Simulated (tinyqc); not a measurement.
Grain-boundary diffusion: Harrison regimes, Fisher and Le Claire analysis, Hart average: one step, computed by the program tinyqc.

A boundary is a slab of width delta with diffusivity D_b, normal to a surface held at constant concentration; it leaks into grains of diffusivity D.

Problem. Diffusivities. D = D0 exp(-E/(k_B T)), D_b = D0b exp(-E_b/(k_B T)). Triple product P = s delta D_b.

Inputs (values chosen for the exercise, for a model polycrystal):
```
quantity,value,unit
lattice prefactor D0,1.5e-05,m^2/s
lattice activation energy E,1.68,eV
boundary prefactor D0b,7.2e-06,m^2/s
boundary activation energy E_b,0.967,eV
boundary width delta,0.82,nm
segregation factor s,1,-
temperature T,806,K
```

Constants: k_B = 8.617333262e-05 eV/K.

Give: D; D_b; triple product P.

Solution.

D = 4.692e-16 m^2/s

D_b = 6.469e-12 m^2/s

triple product P = 5.305e-21 m^3/s
